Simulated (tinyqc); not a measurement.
Worked calculation: plane-wave Kohn-Sham cycle with exchange-only LDA in a layered model solid. One step of it, computed by the program tinyqc.

Question. Iteration 1: potential. V_H(G) = 4 pi rho(G)/G^2 for G != 0 (uniform background); v_x = -(3 rho/pi)^(1/3); V = V_ext + V_H + v_x; Fourier components f(G_m) = (1/N) sum_j f(x_j) exp(-i G_m x_j).

A solid whose potential varies along x alone (atomic units):
```
parameter                      value
period a                    9.300000
cross-section of the cell  40.000000
electrons per cell                 4
grid points                       16
plane waves -n..n, n               2
k points                           2
V1 in V1 cos(2 pi x/a)     -0.230000
```

density at the start, on the grid x_j = j a/N (e/bohr^3): [0.01075269, 0.01075269, 0.01075269, 0.01075269, 0.01075269, 0.01075269, 0.01075269, 0.01075269, 0.01075269, 0.01075269, 0.01075269, 0.01075269, 0.01075269, 0.01075269, 0.01075269, 0.01075269]

Give: Potentials on the grid; V(G_m), m = 0, 1, 2, ....

Answer.

Potentials on the grid (hartree):
```
x         V_ext     V_H      v_x        V
0.0000  -0.2300  0.0000  -0.2174  -0.4474
0.5813  -0.2125  0.0000  -0.2174  -0.4298
1.1625  -0.1626  0.0000  -0.2174  -0.3800
1.7437  -0.0880  0.0000  -0.2174  -0.3054
2.3250        0  0.0000  -0.2174  -0.2174
2.9062   0.0880  0.0000  -0.2174  -0.1293
3.4875   0.1626  0.0000  -0.2174  -0.0547
4.0687   0.2125  0.0000  -0.2174  -0.0049
4.6500   0.2300  0.0000  -0.2174   0.0126
5.2313   0.2125  0.0000  -0.2174  -0.0049
5.8125   0.1626  0.0000  -0.2174  -0.0547
6.3937   0.0880  0.0000  -0.2174  -0.1293
6.9750        0  0.0000  -0.2174  -0.2174
7.5563  -0.0880  0.0000  -0.2174  -0.3054
8.1375  -0.1626  0.0000  -0.2174  -0.3800
8.7188  -0.2125  0.0000  -0.2174  -0.4298
```

V(G_m), m = 0, 1, 2, ... (hartree): [-0.2174, -0.1150, 0.0000, 0.0000, 0.0000]
